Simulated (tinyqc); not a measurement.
Inside a calculation. Method: plane-wave Kohn-Sham cycle with exchange-only LDA in a layered model solid. One step of it, computed by the program tinyqc.

Problem. Iteration 2: levels at that k. Diagonalise the Hermitian matrix.

H (hartree), lower triangle:
```
           -3         -2         -1         +0         +1         +2        +3
-3   2.332947
-2  -0.288177   0.934193
-1  -0.000472  -0.288177   0.094941
+0  -0.000296  -0.000472  -0.288177  -0.184810
+1  -0.000056  -0.000296  -0.000472  -0.288177   0.094941
+2  -0.000002  -0.000056  -0.000296  -0.000472  -0.288177   0.934193
+3   0.000001  -0.000002  -0.000056  -0.000296  -0.000472  -0.288177  2.332947
```

Give: eigenvalues.

Solution.

eigenvalues (hartree): -0.4971  0.0029  0.2986  0.9684  0.9838  2.3914  2.3914
